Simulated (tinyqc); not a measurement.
# Random telegraph noise from one oxide trap in a small MOSFET: time constants and noise against gate voltage

An acceptor-like trap exchanges electrons with the channel. Inversion charge Q = Cox u, u = n Vt W0(exp((Vg - VT)/(n Vt))), W0 the Lambert function, n = nf, Cox = eps0 eox/tox; linear regime Id = (W/L) mu Q Vd. Relative to threshold the surface potential rises by Vt ln(u/u0) and the oxide voltage by the rest of Vg - VT, with u0 = n Vt W0(1).

N = Cox u/q; dpsi = Vt ln(u/u0); E = E0 - dpsi - (xt/tox)(Vg - VT - dpsi); capture time tc = 1/[(N/zi) vth s0 exp(-xt/lt - EB/Vt)]; emission time te = tc exp(-E/Vt); occupancy te/(tc + te). A = W L; threshold step dV = q (1 - xt/tox)/(Cox A); gm/Id = 1/(u + n Vt); relative step dI/I = (gm/Id) dV + asc mu/A. fc = (1/tc + 1/te)/(2 pi); rms = (dI/I) sqrt(tc te)/(tc + te).

Parameters, values chosen for the exercise; values of the order met in silicon transistors:
```
symbol    value        unit                                                                 meaning
T           300           K                                                             temperature
eox        7.67              relative permittivity of the gate insulator (close to silicon nitride)
tox         2.4          nm                                                     insulator thickness
xt         0.32          nm                            depth of the trap from the channel interface
E0        -0.03          eV                   trap level above the channel Fermi level at threshold
s0        8e-17        cm^2                                                       capture prefactor
EB          0.4          eV                                    capture barrier (lattice relaxation)
lt         0.13          nm                                                 tunnelling decay length
vth       2.1e7        cm/s                                                        thermal velocity
zi          2.6          nm                                        thickness of the inversion layer
VT         0.49           V                                                       threshold voltage
nf         1.13                                                                         body factor
W            25          nm                                                              gate width
L           160          nm                                                             gate length
mu          250  cm^2/(V s)                                                                mobility
asc     2.5e-16         V s                              scattering coefficient of the charged trap
Vd         0.02           V                                                           drain voltage
```

Constants: q = 1.602176634e-19 C, kB = 1.380649e-23 J/K, Vt = kB T/q, eps0 = 8.8541878128e-14 F/cm where lengths are in cm. Results are converted to the units shown.

Results:

| Vg (V) | E (eV) | tc (s) | te (s) | occupancy | dI/I (%) | fc (Hz) | rms dI/I (%) |
|---|---|---|---|---|---|---|---|
| 0.21 | 0.20938 | 268.22 | 0.081489 | 3.0373e-4 | 4.3555 | 1.9537 | 0.075894 |
| 0.27 | 0.15537 | 34.411 | 0.084448 | 0.0024481 | 4.3535 | 1.8893 | 0.21514 |
| 0.33 | 0.10143 | 4.4286 | 0.087551 | 0.019386 | 4.3383 | 1.8538 | 0.59816 |
| 0.39 | 0.048031 | 0.58370 | 0.091056 | 0.13495 | 4.2271 | 2.0205 | 1.4443 |
| 0.51 | -0.041698 | 0.021730 | 0.10903 | 0.83382 | 2.4279 | 8.7840 | 0.90375 |
| 0.57 | -0.069241 | 0.0090832 | 0.13226 | 0.93574 | 1.5421 | 18.725 | 0.37815 |
| 0.63 | -0.089639 | 0.0052230 | 0.16741 | 0.96975 | 1.0831 | 31.422 | 0.18552 |
| 0.69 | -0.10630 | 0.0035479 | 0.21666 | 0.98389 | 0.83380 | 45.594 | 0.10498 |

Estimate the missing row, Vg = 0.45 V.

Computed row:

| Vg (V) | E (eV) | tc (s) | te (s) | occupancy | dI/I (%) | fc (Hz) | rms dI/I (%) |
|---|---|---|---|---|---|---|---|
| 0.45 | -0.0020620 | 0.089182 | 0.096587 | 0.51993 | 3.6361 | 3.4324 | 1.8166 |

With this row back in the table: tc falls from 268 to 0.00355 s as the channel fills and te rises from 0.0815 to 0.217 s; they are equal at Vg = 0.447 V, where E = 0. The rms noise goes from 0.0759 through a maximum of 1.82 (at Vg = 0.45 V among the rows listed) to 0.105 %. The slope -Vt d ln(tc/te)/dVg is 0.900 between the first two rows and 0.278 between the last two; it tends to xt/tox = 0.133 only when the surface potential stops moving.

Range of the model: VT is taken as given; short-channel effects and the uneven flow of current among few electrons are left out.

tinyqc, about 0.01 s, one thread, Intel Xeon 2.30GHz (shared host): `OMP_NUM_THREADS=1 python tinyqc.py 2710036 2710037 out.jsonl`
